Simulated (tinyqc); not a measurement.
Inside a calculation. Model: frequency dispersion of an accumulation capacitance by border traps, distributed model.

Computed by the program tinyqc: `OMP_NUM_THREADS=1 python tinyqc.py 2202056 2202057 out.jsonl`, one thread of a shared Intel Xeon 2.30GHz, about 0.4 s for the whole run. Printed values are rounded.

Traps spread evenly through the insulator exchange electrons with the semiconductor by tunnelling, with tau(x) = t0 exp(2 ka x) at depth x from the interface. The admittance per area Y seen at depth x obeys dY/dx = -Y^2/(i w eps0 eox) + q Nb ln(1 + i w tau)/tau, with Y(0) = i w Cs and w = 2 pi f; the gate sees Y(tox) = G + i w C. Working variable y = Y/(i w), in uF/cm^2. Cox = eps0 eox/tox.

Inputs (values chosen for the exercise); permittivity close to that of aluminium oxide: relative permittivity of the insulator eox = 8.13; insulator thickness tox = 4.3 nm; semiconductor capacitance in accumulation Cs = 0.7 uF/cm^2; density of border traps Nb = 4e19 cm^-3 eV^-1; decay constant of the wave function in the insulator ka = 4.1 1/nm; time constant of a trap at the interface t0 = 5e-11 s; frequency f = 1000 Hz; depth down to which the steps are taken xe = 2.4 nm.

Constants: q = 1.602176634e-19 C, eps0 = 8.8541878128e-14 F/cm where lengths are in cm. Results are converted to the units shown.

## Scales and lumped estimate

Cox; trap-free value 1/(1/Cox + 1/Cs); response depth d = ln(1/(w t0))/(2 ka), where w tau = 1; lumped estimate: all traps within d act as C_bt = q Nb d placed at d/2, so C = 1/{1/[1/(1/Cs + d/(2 eps0 eox)) + C_bt] + (tox - d/2)/(eps0 eox)}.

Cox = 1.67406 uF/cm^2
trap-free C = 0.493602 uF/cm^2
d = 1.82602 nm
C_bt = 1.17024 uF/cm^2
lumped C = 0.978436 uF/cm^2

The traps within reach amount to 1.67 Cs and lie in the first 42.5 % of the insulator.

## Midpoint steps through the active depth

In terms of y: dy/dx = -y^2/(eps0 eox) + s(x), s = q Nb ln(1 + z)/z, z = i w tau. 10 midpoint steps of h = xe/10: y_half = y + (h/2) y'(x, y), y(new) = y + h y'(x + h/2, y_half).

```
point	x (nm)	s (uF/(cm^2 nm))	y (uF/cm^2)
0	0	0.640871+0.000000i	0.70000+0.00000i
1	0.24	0.640871-0.000001i	0.83411+0.00000i
2	0.48	0.640871-0.000005i	0.96094+0.00000i
3	0.72	0.640871-0.000037i	1.07990+0.00000i
4	0.96	0.640871-0.000264i	1.19058-0.00003i
5	1.2	0.640863-0.001889i	1.29280-0.00019i
6	1.44	0.640491-0.013510i	1.38657-0.00137i
7	1.68	0.622390-0.092607i	1.47142-0.00972i
8	1.92	0.337293-0.257293i	1.52479-0.05549i
9	2.16	0.062415-0.113569i	1.48456-0.09406i
10	2.4	0.009043-0.027253i	1.42003-0.09790i
```

## Capacitance and conductance at the gate

y at xe = 1.42003-0.09790i uF/cm^2

Beyond xe the traps are ignored, so 1/y(tox) = 1/y(xe) + (tox - xe)/(eps0 eox); C = Re y, G/w = -Im y, loss tangent G/(w C).

y at the gate = 1.03387-0.05178i uF/cm^2
C = 1.03387 uF/cm^2
G/w = 0.0517776 uF/cm^2
loss tangent = 0.0500815

A fine integration over the whole insulator gives C = 1.0356 and G/w = 0.05409 uF/cm^2; the coarse G/w is 4.3 % below that. The fine C is 2.10 times the trap-free value, and the lumped estimate is 5.5 % below the fine result.
